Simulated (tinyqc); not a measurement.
Surface Green function of a chain with one s and one p orbital a site, Sancho-Rubio decimation: one step of the calculation.

A semi-infinite lead of cells 0, 1, 2, ... with H0 inside a cell and H1 = <cell i|H|cell i + 1>. H1 = [[-vss, vsp], [-vsp, vpp]]. z = E + i eta.

Task. Decimation. Start with e_s = e = H0, a = H1, b = H1^dagger. Each round: g = (z - e)^(-1); e_s <- e_s + a g b; e <- e + a g b + b g a; a <- a g a; b <- b g b (all with the old a, b). Round k joins cells 2^k apart.

Inputs (values chosen for the exercise):
- E = 7.96 eV (energy)
- eta = 0.1 eV (broadening)

H0 (eV):

|  | s | p |
|---|---|---|
| s | -2.1 | 0 |
| p | 0 | 1.23 |

H1 (eV):

|  | s | p |
|---|---|---|
| s | -2.7 | 1.21 |
| p | -1.21 | 3.19 |

Find: g; e_s after round 1; e after round 1; a after round 1; b after round 1.

Result.

g (1/eV):

|  | s | p |
|---|---|---|
| s | 0.0994-0.0010i | 0.0000+0.0000i |
| p | 0.0000+0.0000i | 0.1486-0.0022i |

e_s after round 1 (eV):

|  | s | p |
|---|---|---|
| s | -1.158-0.010i | 0.898-0.012i |
| p | 0.898-0.012i | 2.887-0.024i |

e after round 1 (eV):

|  | s | p |
|---|---|---|
| s | -0.216-0.021i | 0.000+0.000i |
| p | 0.000+0.000i | 4.544-0.048i |

a after round 1 (eV):

|  | s | p |
|---|---|---|
| s | 0.507-0.004i | 0.249-0.005i |
| p | -0.249+0.005i | 1.366-0.021i |

b after round 1 (eV):

|  | s | p |
|---|---|---|
| s | 0.507-0.004i | -0.249+0.005i |
| p | 0.249-0.005i | 1.366-0.021i |

Computed by the program tinyqc: `OMP_NUM_THREADS=1 python tinyqc.py 2680135 2680136 out.jsonl`, one thread of a shared Intel Xeon 2.30GHz, about 0.02 s for the whole run.
